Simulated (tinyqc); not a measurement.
Comparisons within one model: thresholds of impact ionisation and Auger recombination from band masses. A value that a table varies takes the place of the one given here.

Parabolic bands, no phonon. At threshold the three slow carriers share one velocity. With M their total mass and m4 the mass of the fast carrier, the fast carrier has the kinetic energy E_T = G M/(M - m4) and the slow ones together E_a = G m4/(M - m4), the activation energy of the Auger rate. CCCH (fast electron): G = Eg, M = 2 me + mh, m4 = me. CHHS (hole into the split-off band): G = Eg - Dso, M = 2 mh + me, m4 = ms; this form holds for Eg > Dso (below, the process needs about Dso - Eg and is marked by a dash). CHHL (hole into the light band): G = Eg, M = 2 mh + me, m4 = ml. CHHH (fast heavy hole): G = Eg, M = 2 mh + me, m4 = mh.

Non-parabolic fast electron: E (1 + alpha E) = c k^2/me with alpha = (1 - me)^2/Eg; the slow carriers stay parabolic, so E_T = Eg + me E_T (1 + alpha E_T)/M, M = 2 me + mh (the root between Eg and 1.9 Eg).

Constants: kB = 8.617333262e-05 eV/K; hc = 1239.841984 eV nm.

Parameters, chosen for this exercise (near those of CdTe, gap at low temperature and not tied to T; shifted at random, so the results belong to these values and not to a real crystal): Eg = 1.572 eV (gap at Gamma to the s-like level); Dso = 0.936 eV (spin-orbit splitting); me = 0.0933 m0 (electron mass at Gamma); mh = 0.58 m0 (heavy-hole mass); ms = 0.282 m0 (split-off mass); ml = 0.1147 m0 (light-hole mass); T = 400 K (temperature).

## The gap of an alloy series

Eg is varied with me and ml proportional to it; mh, ms and Dso are kept. E_a of three processes; wavelength hc/Eg.

Results:

| Eg (eV) | wavelength (micrometre) | me | CCCH (meV) | CCCH non-parabolic (meV) | CHHS (meV) | CHHL (meV) | log10 exp(-E_a/kT), non-parabolic |
|---|---|---|---|---|---|---|---|
| 0.472 | 2.63 | 0.0280 | 21.7 | 46.5 | - | 14.1 | -0.59 |
| 0.786 | 1.58 | 0.0466 | 58.5 | 130.9 | - | 39.2 | -1.65 |
| 1.179 | 1.05 | 0.0700 | 126.9 | 299.6 | 72.3 | 88.7 | -3.77 |
| 1.572 | 0.79 | 0.0933 | 217.8 | 541.6 | 184.7 | 158.4 | -6.82 |
| 1.965 | 0.63 | 0.1166 | 329.0 | 859.3 | 291.7 | 248.6 | -10.83 |
| 2.515 | 0.49 | 0.1493 | 514.8 | 1432.7 | 433.5 | 410.0 | -18.05 |
| 3.144 | 0.39 | 0.1866 | 765.3 | 2262.6 | 584.9 | 645.6 | -28.51 |

What does this show, and why?

E_a of CCCH goes nearly as Eg^2 (power 1.88 over the table), as both G and me grow; the non-parabolic value goes with the power 2.05, and its Boltzmann factor spans 27.9 decades; rows with E_a far above kT are formal, since phonon-assisted processes and side valleys rule there. CHHS is resonant at Eg = Dso = 0.936 eV, with no activation, and is the easiest process near there; it has the lowest E_a of the parabolic values for Eg = 1.179 and 3.144 eV.

## The mass ratio

mu = me/mh is varied; thresholds in units of Eg for ionisation started by an electron, (1 + 2 mu)/(1 + mu), and by a heavy hole, (2 + mu)/(1 + mu).

Results:

| mu | electron (Eg) | hole (Eg) | electron (eV) | hole (eV) |
|---|---|---|---|---|
| 0.022 | 1.0215 | 1.9785 | 1.606 | 3.110 |
| 0.026 | 1.0253 | 1.9747 | 1.612 | 3.104 |
| 0.046 | 1.0440 | 1.9560 | 1.641 | 3.075 |
| 0.161 | 1.1387 | 1.8613 | 1.790 | 2.926 |
| 0.380 | 1.2754 | 1.7246 | 2.005 | 2.711 |
| 1.000 | 1.5000 | 1.5000 | 2.358 | 2.358 |
| 2.200 | 1.6875 | 1.3125 | 2.653 | 2.063 |

What does this show, and why?

The two thresholds add up to 3 Eg in every row and are equal, 3/2 Eg, at mu = 1. The lighter carrier has the lower threshold; in the first row the two differ by 1.504 eV, which would favour one carrier in avalanche multiplication. Real ionisation rates depend on the whole band structure and can be nearly equal although the edge masses differ.

## What each parameter does

Activation energies. Each row changes one parameter from the base and keeps the others.

Results:

| case | CCCH (meV) | CCCH non-parabolic (meV) | CHHL (meV) | CHHS (meV) |
|---|---|---|---|---|
| base | 217.83 | 541.56 | 158.36 | 184.65 |
| Eg = 1.4148 eV | 196.05 | 487.40 | 142.52 | 139.01 |
| Dso = 0.8424 eV | 217.83 | 541.56 | 158.36 | 211.83 |
| me = 0.084 m0 | 198.87 | 484.41 | 159.66 | 186.44 |
| mh = 0.522 m0 | 238.37 | 619.07 | 176.32 | 209.69 |
| ms = 0.2538 m0 | 217.83 | 541.56 | 158.36 | 161.50 |
| ml = 0.1032 m0 | 217.83 | 541.56 | 141.06 | 184.65 |

What does this show?

The largest shifts from the base row, up to three for each result and ties (the steps differ in size, so this ranks the rows, not the parameters). CCCH (meV): Eg -21.78, mh +20.53, me -18.97; unchanged at the printed digits by Dso, ms and ml. CCCH non-parabolic (meV): mh +77.51, me -57.15, Eg -54.16; unchanged at the printed digits by Dso, ms and ml. CHHL (meV): mh +17.96, ml -17.30, Eg -15.84; unchanged at the printed digits by Dso and ms. CHHS (meV): Eg -45.64, Dso +27.18, mh +25.04; unchanged at the printed digits by ml.

Program tinyqc; command `OMP_NUM_THREADS=1 python tinyqc.py 1880880 1880881 out.jsonl`; about 0.01 s on one thread of a shared Intel(R) Xeon(R) Processor @ 2.30GHz.
